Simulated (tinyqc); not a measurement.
Length of a molecular wire: coherent transport through a tight-binding bridge. Computed by the program tinyqc. Command: `OMP_NUM_THREADS=1 python tinyqc.py 112644 112645 out.jsonl`; one thread of a shared host (Intel(R) Xeon(R) Processor @ 2.60GHz), about 1 s.

A uniform bridge between two chains:
```
parameter,value
site energy (eV),1.100000
hopping in the bridge (eV),0.630000
lead hopping (eV),2.130000
couplings (eV),"0.86, 0.92"
E (eV),-0.370000
```

T = Gamma_L Gamma_R |G_1n|^2 with the self-energies of semi-infinite chains.

Transmission against length:
```
sites,T,ln T
2,6.2334e-02,-2.7753
3,1.9187e-02,-3.9535
4,6.0623e-03,-5.1057
5,1.9323e-03,-6.2491
6,6.1763e-04,-7.3896
7,1.9760e-04,-8.5293
8,6.3235e-05,-9.6687
9,2.0238e-05,-10.8079
10,6.4774e-06,-11.9472
```

E lies outside the band of the bridge (|E - e|/2h = 1.167 > 1), so T decays as exp(-beta n) with beta = 2 arccosh(1.167) = 1.1392 a site; the last two rows give 1.1393.
